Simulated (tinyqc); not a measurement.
# Tunnelling through a two-layer gate stack, WKB transmission and Tsu-Esaki current: effects of single changes

Electrons leave the emitter at x = 0. Energies E (motion across the layers) are in eV from the emitter Fermi level; the collector Fermi level lies at -V and offers states at every E. No charge in the dielectric and no image force: F1 = V/(t1 + t2 eps1/eps2), F2 = F1 eps1/eps2; U = phi1 - F1 x in layer 1 and phi2 - F1 t1 - F2 (x - t1) in layer 2. With C = hbar^2/(2 m0), kappa = sqrt(m (U - E)/C) where U > E and 0 elsewhere; T(E) = exp(-S), S = 2 times the integral of kappa over x.

Parameters, values chosen for the exercise; layer 1 close to silicon dioxide, layer 2 close to aluminium oxide:
- T = 300 K (temperature)
- Ef = 3.2 eV (Fermi energy of the emitter above its band bottom)
- me = 1 m0 (emitter mass in the supply function)
- phi1 = 3.11 eV (barrier of layer 1 above the emitter Fermi level at zero bias)
- m1 = 0.51 m0 (tunnelling mass of layer 1)
- t1 = 0.8 nm (thickness of layer 1)
- eps1 = 3.88 (relative permittivity of layer 1)
- phi2 = 2.51 eV (barrier of layer 2 at zero bias)
- m2 = 0.4 m0 (tunnelling mass of layer 2)
- t2 = 2.3 nm (thickness of layer 2)
- eps2 = 8.72 (relative permittivity of layer 2)
- V = 0.3 V (voltage across the dielectric)

Constants: q = 1.602176634e-19 C, kB = 1.380649e-23 J/K, hbar = 1.054571817e-34 J s, m0 = 9.1093837015e-31 kg, Vt = kB T/q, hbar^2/(2 m0) = 0.0380998212 eV nm^2. Results are converted to the units shown.

Each table varies one quantity; the others keep the values above.

## Effect of the tunnelling mass m2

Each layer adds (2/F) sqrt(m/C) [G(u at its left edge) - G(u at its right edge)] to S, with u = U - E (0 where negative) and G(u) = (2/3) u^1.5. J = J0 times the integral of T(E) N(E) dE, N = ln[(1 + exp(-E/Vt))/(1 + exp((-E - V)/Vt))], J0 = q^2 me m0 kB T/(2 pi^2 hbar^3) (times 1e-4 for A/cm^2 per eV), from E = -Ef to far above the barrier (T = 1 there), by quadrature converged to the digits shown.

Results:
```
m2 (m0)	S at E = 0	T(E = 0)	J (A/cm^2)	mean E of the current (eV)
0.12	22.58	1.565e-10	0.1063	-0.3655
0.15	24.04	3.637e-11	0.02220	-0.3441
0.2	26.18	4.285e-12	0.002260	-0.3172
0.25	28.06	6.511e-13	3.045e-4	-0.2968
0.31	30.09	8.581e-14	3.555e-5	-0.2775
0.4	32.79	5.760e-15	2.053e-6	-0.2553
0.63	38.54	1.822e-17	4.886e-9	-0.2172
```

Estimate the missing row, m2 = 0.5 m0.

Computed row:
```
m2 (m0)	S at E = 0	T(E = 0)	J (A/cm^2)	mean E of the current (eV)
0.5	35.45	4.011e-16	1.246e-7	-0.2364
```

With this row back in the table: J falls from 0.106 to 4.89e-9 A/cm^2. S goes as m2^(0.32): only one of the two layers feels this mass, so the power is below 0.5.

## Effect of the thickness t2 at fixed voltage

Same model as above.

Result of one run:
```
t2 (nm)	S at E = 0	T(E = 0)	J (A/cm^2)	mean E of the current (eV)
1.4	23.87	4.309e-11	0.02632	-0.3444
```

What becomes of these results when the thickness of layer 2 t2 is changed from 1.4 to 2.71 nm, all else the same?

Result of the changed run:
```
t2 (nm)	S at E = 0	T(E = 0)	J (A/cm^2)	mean E of the current (eV)
2.71	36.86	9.850e-17	2.870e-8	-0.2278
```

The whole series:
```
t2 (nm)	S at E = 0	T(E = 0)	J (A/cm^2)	mean E of the current (eV)
1.4	23.87	4.309e-11	0.02632	-0.3444
1.73	27.14	1.640e-12	8.074e-4	-0.3053
2.06	30.41	6.226e-14	2.525e-5	-0.2743
2.39	33.68	2.359e-15	8.027e-7	-0.2488
2.71	36.86	9.850e-17	2.870e-8	-0.2278
3.04	40.13	3.720e-18	9.355e-10	-0.2091
3.37	43.41	1.403e-19	3.082e-11	-0.1927
3.7	46.69	5.290e-21	1.025e-12	-0.1780
```

J falls from 0.0263 to 1.02e-12 A/cm^2: 4.59 decades a nanometre between the first two rows and 4.48 between the last two. The exponent S alone gives dS/dt/ln 10 = 4.30 and 4.31.

## Effect of the barrier height

Same model as above.

Effect of the barrier height:
```
phi1 (eV)	S at E = 0	T(E = 0)	J (A/cm^2)	mean E of the current (eV)
1.6	29.82	1.115e-13	3.425e-5	-0.2362
1.89	30.48	5.788e-14	1.851e-5	-0.2412
2.17	31.07	3.224e-14	1.065e-5	-0.2452
2.46	31.63	1.830e-14	6.212e-6	-0.2488
2.74	32.15	1.093e-14	3.798e-6	-0.2518
3.03	32.65	6.593e-15	2.338e-6	-0.2546
3.31	33.12	4.140e-15	1.494e-6	-0.2570
3.6	33.58	2.611e-15	9.574e-7	-0.2592
```

J falls from 3.43e-5 to 9.57e-7 A/cm^2, on average 0.777 decades for each eV, while S rises from 29.8 to 33.6.

## Current against voltage

Same model as above.

Current against voltage:
```
V (V)	S at E = 0	T(E = 0)	J (A/cm^2)	mean E of the current (eV)
0.2	33.18	3.905e-15	1.192e-6	-0.2307
0.49	32.03	1.226e-14	4.737e-6	-0.2816
0.77	30.87	3.909e-14	1.466e-5	-0.2900
1.06	29.61	1.387e-13	4.821e-5	-0.2822
1.35	28.26	5.346e-13	1.690e-4	-0.2686
1.64	26.80	2.287e-12	6.460e-4	-0.2522
1.92	25.27	1.063e-11	0.002629	-0.2335
2.21	23.47	6.414e-11	0.01322	-0.2094
2.5	21.24	5.963e-10	0.08979	-0.1714
```

J rises from 1.19e-6 to 0.0898 A/cm^2, by 2.07 decades a volt between the first two rows and 2.87 between the last two. In every row the band edge stays above E = 0, so all is direct tunnelling at the Fermi level. In 3 of the 9 rows the field exceeds 10 MV/cm (up to 13.7), more than most dielectrics sustain; the model ignores breakdown.

Numbers from tinyqc (`OMP_NUM_THREADS=1 python tinyqc.py 2540133 2540134 out.jsonl`; about 0.05 s on one thread of a shared Intel Xeon 2.30GHz).
